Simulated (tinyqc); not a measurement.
Three programmes: liquidus of a compound AB in a simple-solution melt, liquid-phase epitaxy and vapour pressures. Computed by tinyqc, a small Python program. Command: `OMP_NUM_THREADS=1 python tinyqc.py 3003095 3003096 out.jsonl liq35 walk`. One thread of a shared host (Intel(R) Xeon(R) Processor @ 2.30GHz), about 0.04 s of CPU time with the checks.

x is the atom fraction of B in the melt. The melt is a simple solution: R T ln gamma_B = W (1 - x)^2, R T ln gamma_A = W x^2, W = a + b T. The solid AB is stoichiometric.

Inputs (values chosen for the exercise, modelled on InAs for the melt): melting point T_F = 1215 K; entropy of fusion S_F = 60.9 J/(mol K); interaction a = 17.1 kJ/mol; interaction slope b = -41 J/(mol K); saturation temperature T = 783 K; step dT = 8.3 K; cooling rate c = 0.33 K/min; diffusivity in the melt D = 2.4e-05 cm^2/s; molar volume of the melt V_L = 17.3 cm^3/mol; lattice constant a0 = 6.058 angstrom; melt depth w = 6.4 mm.

Constants: R = 8.314462618 J/(mol K); N_A = 6.02214076e+23 1/mol; k_B = 8.617333262e-05 eV/K.

Method:
- Liquidus (Vieland): f(x) = R T ln[4 x (1 - x)] + 2 W (1/2 - x)^2 + S_F (T_F - T) = 0.
- Newton steps with f' = (1 - 2x)[R T/(x (1 - x)) - 2 W], from the dilute estimate x = (1/4) exp[-(S_F (T_F - T) + W/2)/(R T)]; stop below 1e-13; f under 1e-6 shown as 0.
- dx/dT = -(df/dT)/f', df/dT = R ln[4 x (1 - x)] + 2 b (1/2 - x)^2 - S_F, f' = (1 - 2x)[R T/(x (1 - x)) - 2 W]. Concentrations: C_L = x N_A/V_L in the melt, C_S = 4/a0^3 in the solid; m = dT/dC_L.
- Semi-infinite melt (Hsieh): step d = 2 dT sqrt(D t/pi)/(C_S m); ramp d = (4/3) c sqrt(D/pi) t^(3/2)/(C_S m); supercooling is their sum. A melt of depth w can give at most w (undercooling)/(C_S m).

C_S = 1.79917e+22 1/cm^3

slope m = 1.40605e-19 K cm^3

dx/dT = 2.04312e-04 1/K

solubility x = 0.0132710

Thickness (micrometre):
```
t (min)    step        ramp  supercooling  sqrt(D t) (mm)
0.2      0.6283  3.3307e-03        0.6316          0.1697
0.5      0.9934  1.3166e-02        1.0066          0.2683
1.0      1.4049  3.7238e-02        1.4421          0.3795
2.0      1.9868  1.0532e-01        2.0921          0.5367
5.0      3.1414  4.1633e-01        3.5578          0.8485
10.0     4.4426  1.1776e+00        5.6202          1.2000
20.0     6.2828  3.3307e+00        9.6135          1.6971
```

Step cooling goes as t^(1/2), ramp cooling as t^(3/2); they are equal at t = 3 dT/(2 c) = 37.7 min. The local exponent of their sum runs from 0.51 to 0.77. Rows with sqrt(D t) above about half the depth of 6.4 mm are overestimates.
